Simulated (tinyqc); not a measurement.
Surface Green function of a dimerised chain, Sancho-Rubio decimation: one step of the calculation.

A semi-infinite lead of cells 0, 1, 2, ... with H0 inside a cell and H1 = <cell i|H|cell i + 1>. Cell A, B with A at the surface; -t1 joins A and B, -t2 joins B to the next A. z = E + i eta.

Problem. Decimation. Start with e_s = e = H0, a = H1, b = H1^dagger. Each round: g = (z - e)^(-1); e_s <- e_s + a g b; e <- e + a g b + b g a; a <- a g a; b <- b g b (all with the old a, b). Round k joins cells 2^k apart.

Inputs (values chosen for the exercise): energy E = 2.18 eV; broadening eta = 0.0002 eV.

H0 (eV):
```
       A      B
A      0  -1.12
B  -1.12      0
```

H1 (eV):
```
    A  B
A   0  0
B  -1  0
```

Wanted: g; e_s after round 1; e after round 1; a after round 1; b after round 1.

Solution.

g (1/eV):
```
                 A                B
A   0.6232-0.0001i  -0.3202+0.0001i
B  -0.3202+0.0001i   0.6232-0.0001i
```

e_s after round 1 (eV):
```
               A              B
A   0.000+0.000i  -1.120+0.000i
B  -1.120+0.000i   0.623+0.000i
```

e after round 1 (eV):
```
               A              B
A   0.623+0.000i  -1.120+0.000i
B  -1.120+0.000i   0.623+0.000i
```

a after round 1 (eV):
```
                 A               B
A   0.0000+0.0000i  0.0000+0.0000i
B  -0.3202+0.0001i  0.0000+0.0000i
```

b after round 1 (eV):
```
                A                B
A  0.0000+0.0000i  -0.3202+0.0001i
B  0.0000+0.0000i   0.0000+0.0000i
```

Program tinyqc, `OMP_NUM_THREADS=1 python tinyqc.py 2680122 2680123 out.jsonl`; Intel Xeon 2.30GHz, shared host, one thread, about 0.01 s.
